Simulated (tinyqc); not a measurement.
Schottky barrier on an n-type semiconductor with a doping step, non-linear Poisson equation by Newton steps: one step of the calculation.

One dimension, metal at x = 0, donor density C(x) = N1 for x < x1 and Nd beyond. Energies are counted from the electron Fermi level of the semiconductor and the conduction-band edge is Ec = -psi, so n = Nc exp(psi/Vt); holes follow the Fermi level of the metal, at -V, so p = Nv exp((V - psi - Eg)/Vt). Ends: psi(0) = V - phiB and psi = Vt ln(Nd/Nc) deep inside. Boltzmann statistics, full ionisation, no current, no image force in the Poisson equation.

Task. Densities, residual and Jacobian diagonal. n_i = Nc exp(psi_i/Vt), p_i = Nv exp((V - psi_i - Eg)/Vt), rho_i = p_i - n_i + C_i, g_i = (n_i + p_i)/Vt. Box widths w_i = (h_(i-1) + h_i)/2 in cm. Residual F_i = a_i (psi_(i+1) - psi_i) - a_(i-1) (psi_i - psi_(i-1)) + q rho_i w_i; Jacobian: a_(i-1) and a_i beside the diagonal, b_i = -a_(i-1) - a_i - q g_i w_i on it. The two end nodes are fixed.

Inputs (values chosen for the exercise); band and dielectric values close to those of germanium: temperature T = 300 K; band gap Eg = 0.66 eV; conduction-band density of states at T Nc = 1.03e19 cm^-3; valence-band density of states at T Nv = 5.95e18 cm^-3; bias of the metal against the semiconductor V = 0.1 V.

Constants: q = 1.602176634e-19 C, kB = 1.380649e-23 J/K, Vt = kB T/q. Results are converted to the units shown.

x, node 0 to 10 (nm): [0, 3.7, 8.41, 14.4, 22, 31.7, 44.1, 59.8, 79.8, 105, 138]
coupling a_i, interval 0 to 9 (F/cm^2): [3.8766984e-6, 3.0453894e-6, 2.3946217e-6, 1.8873400e-6, 1.4787406e-6, 1.1567568e-6, 9.1361683e-7, 7.1718921e-7, 5.6919779e-7, 4.3466013e-7]
psi after iteration 1, node 0 to 10 (V): [-0.32000000, -0.28807545, -0.24987060, -0.20523639, -0.15554382, -0.10820617, -0.09162393, -0.08751520, -0.08679506, -0.08670935, -0.08670231]
donor density C, node 0 to 10 (cm^-3): [1.1e17, 1.1e17, 1.1e17, 1.1e17, 1.1e17, 3.6e17, 3.6e17, 3.6e17, 3.6e17, 3.6e17, 3.6e17]

Wanted: n; p; residual F; diagonal b.

Result.

n, node 0 to 10 (cm^-3): [4.3358e13, 1.4907e14, 6.5343e14, 3.6730e15, 2.5108e16, 1.5669e17, 2.9759e17, 3.4886e17, 3.5871e17, 3.5990e17, 3.6000e17]
p, node 0 to 10 (cm^-3): [5.5296e14, 1.6084e14, 3.6692e13, 6.5276e12, 9.5489e11, 1.5301e11, 8.0565e10, 6.8726e10, 6.6838e10, 6.6617e10, 6.6599e10]
residual F, node 1 to 9 (in units of 1e-8 C/cm^2): [-0.0002, -0.0091, -0.1519, -1.2022, -1.4825, -0.1380, -0.0050, -0.0001, 0.0000]
diagonal b, node 1 to 9 (F/cm^2): [-6.9229e-6, -5.4423e-6, -4.2975e-6, -3.5007e-6, -3.7086e-6, -4.6617e-6, -5.4900e-6, -6.3106e-6, -7.4946e-6]

Program tinyqc, `OMP_NUM_THREADS=1 python tinyqc.py 2020033 2020034 out.jsonl`; Intel Xeon 2.30GHz, shared host, one thread, about 0.05 s.
